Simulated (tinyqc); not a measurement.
Small-signal admittance of a forward-biased p+-n diode: one step of the calculation.

Holes injected into a neutral base of width wb with an ohmic contact at its end; low injection, p0 far above the equilibrium density. A small voltage v exp(i w t), w = 2 pi f, modulates the edge density by p0 v/Vt, and the small-signal density obeys Dp d2p/dx2 = (1/tau + i w) p.

Task. Closed-form admittance. L = sqrt(Dp tau); direct current J = (q Dp p0/L) coth(wb/L); k = sqrt(1 + i w tau)/L; diffusion admittance Y = (q Dp p0/Vt) k coth(k wb) = G + i w C_diff; junction capacitance C_j = sqrt(q eps0 eps_r Nd/(2 Vr)) in the depletion approximation, with the remaining barrier Vr = Vt ln(Na/p0), a rough value under forward bias; base-width modulation is left out.

Parameters, values chosen for the exercise; permittivity close to that of silicon:
```
symbol,value,unit,meaning
T,275,K,temperature
eps_r,11.7,,relative permittivity
Nd,1.4e15,cm^-3,donor density of the base
Dp,8.6,cm^2/s,hole diffusion coefficient
tau,5e-8,s,hole lifetime
wb,22,um,width of the neutral base
p0,6.3e11,cm^-3,excess hole density at the junction edge
Na,4e19,cm^-3,acceptor density of the p+ side
f,3.5e6,Hz,signal frequency
```

Constants: q = 1.602176634e-19 C, kB = 1.380649e-23 J/K, Vt = kB T/q, eps0 = 8.8541878128e-14 F/cm where lengths are in cm. Results are converted to the units shown.

Give: L; J; k wb; Y; C_diff; C_j.

Result.

L = 6.5574 um
J = 0.0013270 A/cm^2
k wb = 3.7407+1.6543i
Y = 0.062209+0.027526i S/cm^2
C_diff = 0.0012517 uF/cm^2
C_j = 0.016519 uF/cm^2

G is 1.11 times its low-frequency value J/Vt, and C_diff is 0.0758 times C_j.

Program tinyqc, `OMP_NUM_THREADS=1 python tinyqc.py 2890182 2890183 out.jsonl`; Intel Xeon 2.30GHz, shared host, one thread, about 0.01 s.
